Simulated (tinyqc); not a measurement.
Worked calculation: exchange-only LDA atom on a uniform radial grid, spin-unpolarised, for Be(2+). Computed by tinyqc, a small Python program that keeps every step. Settings: Z = 4, points = 192, R = 5.7, functional = Slater exchange alone, mixing = 0.2, iteration cap = 62. Command: `OMP_NUM_THREADS=1 python tinyqc.py 25129 25130 out.jsonl` (the two numbers bound the seeds that draw the settings). One thread of a shared host (Intel(R) Xeon(R) Processor @ 2.60GHz), about 0.5 s of CPU time with the checks. Later iterations appear only in the table of the cycle.

## Iteration 1

Spherical atom on a uniform radial grid r_j = j h with h = R/(N + 1), h sum u^2 = 1 and integrals as h times sums, u(0) = u(R) = 0 (atomic units):
```
parameter           value
Z                       4
points N              192
R                5.700000
h                0.029534
mixing           0.200000
electrons in 1s         2
```

Three-point differences turn -u''/2 + [l(l+1)/2r^2 - Z/r + V] u = e u into a tridiagonal matrix (diagonal 1/h^2 + potential, off-diagonal -1/2h^2). D = sum f u^2; the Hartree potential y/r solves y'' = -D/r with y(0) = 0, y(R) = N_e; v_xc comes from rho = D/(4 pi r^2); E = sum f e - int D V + int D (V_H/2 + eps_xc); V(new) = V + mixing (V_H + v_xc - V).

eigenvalues (hartree): [-7.97228]

Every 12th grid point:
```
r           V in     u(1s)         D      V_H       v_xc
0.35440  0.00000   1.37364   3.77379  4.84035   -1.31678
0.70881  0.00000   0.66783   0.89199  2.78404   -0.51289
1.06321  0.00000   0.24351   0.11859  1.87906   -0.19977
1.41762  0.00000   0.07892   0.01246  1.41070   -0.07781
1.77202  0.00000   0.02398   0.00115  1.12865   -0.03031
2.12642  0.00000   0.00700   0.00010  0.94055   -0.01180
2.48083  0.00000   0.00198  7.87e-06  0.80618   -0.00460
2.83523  0.00000   0.00055  6.08e-07  0.70541   -0.00179
3.18964  0.00000   0.00015  4.54e-08  0.62703   -0.00070
3.54404  0.00000  4.07e-05  3.31e-09  0.56433   -0.00027
3.89845  0.00000  1.09e-05  2.37e-10  0.51302   -0.00011
4.25285  0.00000  2.89e-06  1.67e-11  0.47027  -4.12e-05
4.60725  0.00000  7.60e-07         0  0.43410  -1.61e-05
4.96166  0.00000  1.98e-07         0  0.40309    0.00000
5.31606  0.00000  4.90e-08         0  0.37622    0.00000
5.67047  0.00000  2.71e-09         0  0.35270    0.00000
```

total energy = -13.0908597 hartree

## Iteration 2

As before.

eigenvalues (hartree): [-7.26201]

Every 12th grid point:
```
r           V in     u(1s)         D      V_H       v_xc
0.35440  0.70471   1.36644   3.73431  4.79762   -1.31217
0.70881  0.45423   0.68799   0.94666  2.77875   -0.52316
1.06321  0.33586   0.26211   0.13740  1.87855   -0.20981
1.41762  0.26658   0.08917   0.01590  1.41066   -0.08441
1.77202  0.21967   0.02853   0.00163  1.12864   -0.03402
2.12642  0.18575   0.00878   0.00015  0.94055   -0.01374
2.48083  0.16032   0.00263  1.39e-05  0.80618   -0.00555
2.83523  0.14072   0.00077  1.20e-06  0.70541   -0.00225
3.18964  0.12527   0.00022  1.00e-07  0.62703   -0.00091
3.54404  0.11281   0.00006  8.23e-09  0.56433   -0.00037
3.89845  0.10258  1.82e-05  6.62e-10  0.51302   -0.00015
4.25285  0.09405  5.12e-06  5.24e-11  0.47027   -0.00006
4.60725  0.08682  1.43e-06         0  0.43410  -2.45e-05
4.96166  0.08062  3.96e-07         0  0.40309    0.00000
5.31606  0.07524  1.03e-07         0  0.37622    0.00000
5.67047  0.07054  5.86e-09         0  0.35270    0.00000
```

total energy = -13.1463541 hartree

## Iteration 3

As before.

eigenvalues (hartree): [-6.70742]

Every 12th grid point:
```
r           V in     u(1s)         D      V_H       v_xc
0.35440  1.26086   1.35985   3.69838  4.76154   -1.30795
0.70881  0.81450   0.70401   0.99125  2.77395   -0.53125
1.06321  0.60244   0.27781   0.15436  1.87805   -0.21812
1.41762  0.47851   0.09828   0.01932  1.41061   -0.09006
1.77202  0.39466   0.03277   0.00215  1.12864   -0.03732
2.12642  0.33396   0.01053   0.00022  0.94054   -0.01551
2.48083  0.28838   0.00330  2.18e-05  0.80618   -0.00646
2.83523  0.25321   0.00102  2.06e-06  0.70541   -0.00269
3.18964  0.22544   0.00031  1.90e-07  0.62703   -0.00112
3.54404  0.20304   0.00009  1.71e-08  0.56433   -0.00047
3.89845  0.18464  2.75e-05  1.51e-09  0.51302   -0.00020
4.25285  0.16928  8.13e-06  1.32e-10  0.47027   -0.00008
4.60725  0.15627  2.38e-06  1.14e-11  0.43410  -3.44e-05
4.96166  0.14511  6.92e-07         0  0.40309  -1.44e-05
5.31606  0.13544  1.88e-07         0  0.37622    0.00000
5.67047  0.12697  1.09e-08         0  0.35270    0.00000
```

total energy = -13.1821978 hartree

## Convergence

Stop when input and output potentials agree to 1e-7.

Course of the cycle (hartree):
```
iteration            E     e(1s)  largest |V(out) - V(in)|
1          -13.0908597  -7.97228                  4.88e+00
2          -13.1463541  -7.26201                  3.80e+00
3          -13.1821978  -6.70742                  2.96e+00
4          -13.2050115  -6.27406                  2.30e+00
5          -13.2193464  -5.93520                  1.78e+00
6          -13.2282546  -5.67006                  1.39e+00
7          -13.2337392  -5.46248                  1.08e+00
8          -13.2370899  -5.29986                  8.36e-01
9          -13.2391239  -5.17239                  6.49e-01
10         -13.2403525  -5.07244                  5.04e-01
11         -13.2410914  -4.99401                  3.91e-01
...                ...       ...                       ...
52         -13.2421909  -4.70578                  2.27e-05
53         -13.2421909  -4.70578                  1.80e-05
54         -13.2421909  -4.70577                  1.44e-05
55         -13.2421909  -4.70577                  1.14e-05
56         -13.2421909  -4.70577                  9.11e-06
57         -13.2421909  -4.70577                  7.25e-06
58         -13.2421909  -4.70576                  5.78e-06
59         -13.2421909  -4.70576                  4.60e-06
60         -13.2421909  -4.70576                  3.67e-06
61         -13.2421909  -4.70576                  2.92e-06
62         -13.2421909  -4.70576                  2.33e-06
```

Not converged within 62 iterations: the residual falls steadily but slowly, by a factor of about 0.80 a step. Reruns (cap 100 unless said): mixing 0.3: converged in 48; mixing 0.6: converged in 20; the original settings with a cap of 400: converged in 76. Even converged, this uniform grid resolves the cusp poorly and misses the energy of the atom.
